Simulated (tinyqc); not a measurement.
From a target to a composition: virtual-crystal alloy in the empirical-pseudopotential method. Three cases, with inputs chosen for the exercise.

Problem. The gap from the valence top to the fifth band at L = (1/2,1/2,1/2) is given; it is monotonic in x. Find x.

Empirical pseudopotential on the fcc lattice, atoms at +/- tau, tau = a (1,1,1)/8, no spin-orbit coupling. H(G,G') = c (2 pi/a)^2 |k + G|^2 delta + VS(q) cos(q.tau) + i VA(q) sin(q.tau), q = G - G', c = hbar^2/2m0; k and G in units of 2 pi/a; VS at |q|^2 = 3, 8, 11 and VA at 3, 4, 11, in rydberg, zero elsewhere. At each k the basis holds all G with |k + G|^2 up to 16; energies are counted from the fourth level at Gamma.

Virtual crystal A(1-x)B(x): a = (1 - x) a_A + x a_B. Rule linear: V = (1 - x) V_A + x V_B. Rule volume: V = [(1 - x) a_A^3 V_A + x a_B^3 V_B]/a^3, since a form factor is an atomic potential divided by the cell volume.

Constants: hbar^2/2m0 = 3.80998211 eV angstrom^2; Ry = 13.60569312 eV.

Find: x; a.

Case 1.

Values chosen (classic local form factors of the size used for Si (A) and Ge (B), which place X and L only to a few tenths of an eV; not measured data):
- a = (5.439, 5.67) angstrom (lattice constants of A, B)
- VSA = (-0.208, 0.041, 0.079) Ry (symmetric form factors of A)
- VAA = (0, 0, 0) Ry (antisymmetric form factors of A)
- VSB = (-0.232, 0.011, 0.061) Ry (symmetric form factors of B)
- VAB = (0, 0, 0) Ry (antisymmetric form factors of B)
- rule = volume (mixing rule)

gap to L = 1.24799 eV

Solution.

x = 0.71
a = 5.603 angstrom

Bisect on x between the ends, where the gap to L is 1.811 and 1.030 eV; a straight line between them would give x = 0.72.

Case 2.

Values chosen (classic local form factors of the size used for GaP (A) and InP (B), which place X and L only to a few tenths of an eV; not measured data):
- a = (5.432, 5.865) angstrom (lattice constants of A, B)
- VSA = (-0.218, 0.03, 0.072) Ry (symmetric form factors of A)
- VAA = (0.118, 0.071, 0.02) Ry (antisymmetric form factors of A)
- VSB = (-0.229, 0.011, 0.059) Ry (symmetric form factors of B)
- VAB = (0.07, 0.049, 0.011) Ry (antisymmetric form factors of B)
- rule = linear (mixing rule)

gap to L = 2.51041 eV

Solution.

x = 0.12
a = 5.484 angstrom

Bisect on x between the ends, where the gap to L is 2.572 and 1.919 eV; a straight line between them would give x = 0.09.

Case 3.

Values chosen (classic local form factors of the size used for GaP (A) and InP (B), which place X and L only to a few tenths of an eV; not measured data):
- a = (5.431, 5.867) angstrom (lattice constants of A, B)
- VSA = (-0.221, 0.029, 0.069) Ry (symmetric form factors of A)
- VAA = (0.12, 0.071, 0.02) Ry (antisymmetric form factors of A)
- VSB = (-0.236, 0.009, 0.061) Ry (symmetric form factors of B)
- VAB = (0.071, 0.05, 0.009) Ry (antisymmetric form factors of B)
- rule = linear (mixing rule)

gap to L = 2.44844 eV

Solution.

x = 0.23
a = 5.531 angstrom

Bisect on x between the ends, where the gap to L is 2.529 and 2.064 eV; a straight line between them would give x = 0.17.

Computed by tinyqc, one run a case: `OMP_NUM_THREADS=1 python tinyqc.py N N+1 out.jsonl` with N = 1050476, 1050487, 1050494; one thread of a shared Intel(R) Xeon(R) Processor @ 2.30GHz, about 0.2 s a run at most.
